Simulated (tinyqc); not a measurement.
Out-diffusion of a doped substrate or buried layer into a growing epitaxial film: one step, computed by the program tinyqc. Command: `OMP_NUM_THREADS=1 python tinyqc.py 3012572 3012573 out.jsonl buried walk`. One thread of a shared host (Intel(R) Xeon(R) Processor @ 2.30GHz), about 0.01 s of CPU time with the checks.

x is counted from the original substrate surface into the film, whose surface moves as x = v t. Substrate dopant has one diffusivity; the dopant of the film is taken as uniform.

Question. Profile in the film. After growth and the later budget: l2 = 2 sqrt(D t + (Dt)2); C(x) = (C_s/2) erfc(x/l2) + share x C_s exp(-x/decay length) for x > 0 (autodoping taken as unchanged by the later budget). The transition x_t solves C(x) = C_e, where the total doping is twice the intended value. Positions are 0.05, 0.2, 0.4, 0.6, 0.8, 1, 1.25 and 1.5 of x_t with autodoping (any beyond the film thickness are formal); net doping = C + C_e.

Inputs (values chosen for the exercise, modelled on arsenic in silicon):
```
quantity,value,unit
substrate concentration C_s,7.1e+18,1/cm^3
film doping C_e,1.7e+16,1/cm^3
growth temperature T,950,C
"autodoping level at the start, as a share of C_s",3e-05,-
decay length of autodoping,0.12,um
```

Film doping: same type as the substrate.

x_t with autodoping = 0.07902766 um

length l2 = 0.03958981 um

Give: Concentrations (1/cm^3).

Answer.

Concentrations (1/cm^3):
```
x/x_t,x (um),diffusion,autodoping,net doping
0.05,0.00395,3.1515e+18,2.0610e+14,3.1687e+18
0.20,0.01581,2.0318e+18,1.8671e+14,2.0490e+18
0.40,0.03161,9.1879e+17,1.6367e+14,9.3595e+17
0.60,0.04742,3.2058e+17,1.4347e+14,3.3772e+17
0.80,0.06322,8.4919e+16,1.2577e+14,1.0204e+17
1.00,0.07903,1.6890e+16,1.1025e+14,3.4000e+16
1.25,0.09878,1.4822e+15,9.3512e+13,1.8576e+16
1.50,0.11854,8.1317e+13,7.9317e+13,1.7161e+16
```

Caution: the substrate doping is comparable to or above the intrinsic density at growth temperature, so the diffusivity may be higher on that side.
